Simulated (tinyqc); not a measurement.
Bias-temperature instability from a Gaussian distribution of capture and emission barriers: one step, computed by the program tinyqc.

Each trap has a capture time tau_0 exp(E_c/(k_B T)) under stress and an emission time tau_0 exp(E_e/(k_B T)) after it. E_c is Gaussian, and E_e = E_c + d with d Gaussian and independent. A trap counts as filled once t_s exceeds its capture time and as emptied once t_r exceeds its emission time.

Task: Lifetime. Demarcation energies E_s = k_B T ln(t_s/tau_0), E_r = k_B T ln(t_r/tau_0); mean barrier mu = mu_c - k_F F; z = (E_s - mu)/sigma_c; Phi is the standard normal distribution. Temperatures in kelvin are T(C) + 273.15. Solve V_max Phi(z) = criterion for t_s; the power-law extrapolation from the stress point is t_s (criterion/dV0)^(1/n); 1 year = 3.15576e7 s.

Inputs (values chosen for the exercise, for a model p-channel transistor):
```
quantity                            value  unit
shift with all traps filled V_max      62    mV
spread of capture barriers sigma_c   0.29    eV
time constant tau_0                 1e-09     s
temperature T                          25     C
stress time t_s                     10000     s
failure criterion                      30    mV
```

mean barrier mu = 1.28 eV

shift without recovery dV0 = 2.421079 mV

time exponent n = 0.1917227

Constants: k_B = 8.617333262e-05 eV/K.

Give: log10 of the lifetime in s; log10 of the power-law estimate in s.

Result:

log10 of the lifetime in s = 12.44

log10 of the power-law estimate in s = 9.702

The power law gives a time shorter by 2.74 decades, since n falls as traps fill; ten years is log10 = 8.50. Caution: a lifetime this far beyond any test is a formal extrapolation of the Gaussian.
